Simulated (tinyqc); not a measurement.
Inside a calculation. Method: Hubbard chain of 4 sites. Computed by tinyqc, a small Python program that keeps every step. Settings: hopping = 0.51, U = 6.6, mixing = 0.5, iteration cap = 80. Command: `OMP_NUM_THREADS=1 python tinyqc.py 26252 26253 out.jsonl` (the two numbers bound the seeds that draw the settings). One thread of a shared host (Intel(R) Xeon(R) Processor @ 2.60GHz), about 0.2 s of CPU time with the checks.

one-body matrix (hopping and site energies) (eV), lower triangle:
```
         1        2        3       4
1   0.0000
2  -0.5100   0.0000
3   0.0000  -0.5100   0.0000
4   0.0000   0.0000  -0.5100  0.0000
```

U = 6.6000 eV

electrons, up and down: 3  2

n(up) at the start (a guess, not normalised): 1 0.8000, 2 0.7000, 3 0.8000, 4 0.7000

n(down) at the start (a guess): 1 0.4500, 2 0.5500, 3 0.4500, 4 0.5500

Each step fills the lowest levels of T + U n(other spin) and sets n(new) = n + mixing (n(out) - n); stop when output and input agree to 1e-8.

Course of the cycle:
```
iteration    E (eV)  largest |n(out) - n(in)|  mean |n_up - n_down|
1          7.522462                  2.63e-01                0.3664
2          7.424823                  4.73e-01                0.4808
3          6.915377                  6.32e-01                0.6283
4          6.626301                  4.79e-01                0.6499
5          6.404427                  5.22e-01                0.6923
6          6.247622                  6.71e-02                0.6840
7          6.172167                  2.43e-01                0.7149
8          6.059038                  1.38e-01                0.7266
9          5.977223                  1.61e-01                0.7342
10         5.938422                  1.77e-01                0.7357
11         5.923269                  1.49e-01                0.7352
...             ...                       ...                   ...
70         5.907765                  1.06e-06                0.7256
71         5.907765                  8.84e-07                0.7256
72         5.907765                  7.38e-07                0.7256
73         5.907765                  6.17e-07                0.7256
74         5.907765                  5.16e-07                0.7256
75         5.907765                  4.31e-07                0.7256
76         5.907765                  3.60e-07                0.7256
77         5.907765                  3.01e-07                0.7256
78         5.907765                  2.51e-07                0.7256
79         5.907765                  2.10e-07                0.7256
80         5.907765                  1.76e-07                0.7256
```

Can the last value be used, and what does the course show?

Not by the stop rule, although the second column moves by less than 1e-07 over the last three steps. Not converged within 80 iterations: the residual falls steadily but slowly, by a factor of about 0.84 a step. The lowest mean-field energy found from random starts is 5.79669 eV. Reruns (cap 100 unless said): mixing 0.2: not converged; mixing 0.9: not converged; the original settings with a cap of 400: converged in 96 to a higher stationary point (E = 5.90776).
